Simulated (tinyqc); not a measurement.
Thermionic emission over a Gaussian spread of barriers: one step of the calculation.

Metal on an n-type semiconductor with one parabolic valley; V > 0 is forward bias (metal positive). Patches of barrier height b are spread as a Gaussian with mean phi - r2 V and variance sg^2 + r3 V; each carries A* T^2 exp(-b/Vt) [exp(V/Vt) - 1].

Task. Apparent barrier, ideality and current. A* = 4 pi q me m0 kB^2/h^3 (times 1e-4 for A/(cm^2 K^2)). The mean of exp(-b/Vt) gives the apparent barrier phi_ap(V) = phi - r2 V - (sg^2 + r3 V)/(2 Vt), J = A* T^2 exp(-phi_ap/Vt) [exp(V/Vt) - 1], and 1/n = 1 + r2 + r3/(2 Vt).

Inputs (values chosen for the exercise); band and dielectric values those of a made-up semiconductor:
- T = 200 K (temperature)
- me = 0.336 m0 (electron mass)
- phi = 1.15 eV (barrier height seen from the metal)
- sg = 0.067 eV (standard deviation of the barrier heights)
- r2 = -0.063 (shift of the mean barrier per volt, with its sign reversed (rho2))
- r3 = -0.0019 V (change of sg^2 per volt (rho3))
- V = 0.21 V (bias)

Constants: q = 1.602176634e-19 C, kB = 1.380649e-23 J/K, h = 6.62607015e-34 J s, m0 = 9.1093837015e-31 kg, Vt = kB T/q. Results are converted to the units shown.

Find: A*; phi_ap(0); phi_ap(V); n; J.

Result.

A* = 40.38 A/(cm^2 K^2)
phi_ap(0) = 1.020 eV
phi_ap(V) = 1.045 eV
n = 1.134
J = 1.506e-15 A/cm^2

Range of the model: With sg above 3 Vt the current comes from the far tail of the Gaussian, a tiny share of the area that this model describes poorly.

Numbers from tinyqc (`OMP_NUM_THREADS=1 python tinyqc.py 2640057 2640058 out.jsonl`; about 0.01 s on one thread of a shared Intel Xeon 2.30GHz).
